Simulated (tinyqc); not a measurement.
Worked calculation: six-band hole subbands of a thin body in a field. Values are carried at full precision from step to step, so a last printed digit may differ when a step is redone from the rounded ones.

Constants: hbar^2/2m0 = 3.80998211 eV angstrom^2.

Inputs chosen for the exercise (near those of a p-type Si channel; the results hold for these values, not for the real material):
```
symbol  value                 unit        meaning
g1      4.3                               Luttinger gamma1
g2      0.34                              gamma2
g3      1.44                              gamma3
face    110                               surface
Dso     0.044                 eV          spin-orbit splitting
b       -2.06                 eV          tetragonal potential
d       -4.84                 eV          trigonal potential
S       (7.77, -2.14, 12.36)  1/TPa       compliances s11, s12, s44
t       70                    angstrom    body thickness
F       0.8                   MV/cm       field across the body
sx      0                     GPa         stress along the channel [1-10], negative in compression
kmax    0.06                  1/angstrom  end of the path
```

## Confinement masses without spin-orbit coupling

C(n n^T)/c has C_XX = (g1 + 4 g2) nx^2 + (g1 - 2 g2)(ny^2 + nz^2) and C_XY = 6 g3 nx ny, n the unit normal; its eigenvalues are the inverse masses along n.

C(n n^T)/c, rows X, Y, Z and columns alike:
```
[[4.6400, 4.3200, 0],
 [4.3200, 4.6400, 0],
 [0, 0, 3.6200]]
```

masses (m0): [3.1250, 0.2762, 0.1116]

The heaviest mass, 3.13, comes from a near cancellation among the gammas, so a few per cent in them move it strongly.

## The matrix for one sine at q = 0

Basis X, Y, Z times spin, hole energies counted downwards from the unstrained edge (the hydrostatic shift is left out), c = hbar^2/2m0. For a symmetric tensor T let C(T) have C_XX = L Txx + M (Tyy + Tzz), C_XY = N Txy (cyclic), L = c (g1 + 4 g2), M = c (g1 - 2 g2), N = 6 c g3. k = q + kz n, n the unit normal, q = k1 u + k2 v with u along the channel [1-10] and v = n x u. H = C(k k^T) + (Dso/3)(1 - L.sigma) - B + e F z with (L_k)_ij = -i epsilon_kij; B is the block C built from the traceless strain with 2b, -b and sqrt(3) d in place of L, M, N. Strain: exx = eyy = (s11 + s12) sx/2, ezz = s12 sx, exy = -s44 sx/4. Hard walls at z = 0 and t; basis sin(j pi z/t), j = 1 to Nz: kz^2 = (j pi/t)^2, kz = -i D with D_jl = 4 j l/(t (j^2 - l^2)), z_jj = t/2 and z_jl = -8 t j l/(pi (j^2 - l^2))^2 for j + l odd; 1 MV/cm = 0.01 eV/angstrom.

Nz = 1, in meV.

H (meV), rows X+, Y+, Z+, X-, Y-, Z- and columns alike:
```
[[330.27, 33.15+14.67i, 0, 0, 0, -14.67],
 [33.15-14.67i, 330.27, 0, 0, 0, 14.67i],
 [0, 0, 322.45, 14.67, -14.67i, 0],
 [0, 0, 14.67, 330.27, 33.15-14.67i, 0],
 [0, 0, 14.67i, 33.15+14.67i, 330.27, 0],
 [-14.67, -14.67i, 0, 0, 0, 322.45]]
```

## Its levels

Diagonalise; the levels come in pairs. Give each pair and its weights on X, Y, Z, summed over spin and averaged over the pair.

levels (meV): [289.59, 320.67, 372.74]

weights, rows X, Y, Z; columns pair 1, pair 2, pair 3:
```
[[0.434, 0.122, 0.444],
 [0.434, 0.122, 0.444],
 [0.132, 0.755, 0.113]]
```

## More sines

The four lowest pairs at q = 0.

Hole energies (meV):
```
Nz  pair 1  pair 2  pair 3  pair 4
1   289.59  320.67  372.74       -
2   195.45  254.22  326.85  398.81
4   133.61  235.80  254.04  323.04
8   113.86  190.57  237.52  259.46
16  113.14  187.34  236.80  250.56
```

One sine is 176.45 meV off in the top subband, since the field mixes the sines. The second pair lies 74.2 meV deeper.

## Dispersion of the top subband

Nz = 14; the two lowest levels (spin-split where the field breaks inversion), in meV from their value at q = 0.

Energies (meV):
```
|q| (1/angstrom)     u a     u b    v a    v b
0.015               7.07    7.81   3.07   3.12
0.030              28.87   30.48  12.34  12.44
0.045              64.94   67.75  27.78  27.95
0.060             113.72  118.37  49.39  49.67
```

From the mean of each pair in the first row, c q^2/E gives 0.12 m0 along u and 0.28 m0 along v. The largest distance between a and b in the table is 4.66 meV.

## Checks

- Top level at q = 0 on (001) without field and stress against c (g1 - 2 g2)(pi/t)^2, eV: both 0.02778.
- Hermiticity, and E(q) against E(-q): they agree to 1e-10 or better.

Program tinyqc; command `OMP_NUM_THREADS=1 python tinyqc.py 1282328 1282329 out.jsonl`; about 0.3 s on one thread of a shared Intel(R) Xeon(R) Processor @ 2.30GHz.
